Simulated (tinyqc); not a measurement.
RHF in the cc-pvdz basis, for He, spin multiplicity 1, step by step. One step of it, computed by the program tinyqc.

Question. Orthogonalisation. S = U s U^T; symmetric (Loewdin) form X = U s^(-1/2) U^T, so that X^T S X = 1.

overlap S, lower triangle:
```
           1He 1s    1He 2s   1He 2px   1He 2py   1He 2pz
1He 1s   1.000000
1He 2s   0.634168  1.000000
1He 2px  0.000000  0.000000  1.000000
1He 2py  0.000000  0.000000  0.000000  1.000000
1He 2pz  0.000000  0.000000  0.000000  0.000000  1.000000
```

Give: eigenvalues of S; X.

Answer.

eigenvalues of S: 0.366  1.000  1.000  1.000  1.634

X, lower triangle:
```
         1He 1s  1He 2s  1He 2px  1He 2py  1He 2pz
1He 1s    1.218
1He 2s   -0.436   1.218
1He 2px   0.000   0.000    1.000
1He 2py   0.000   0.000    0.000    1.000
1He 2pz   0.000   0.000    0.000    0.000    1.000
```
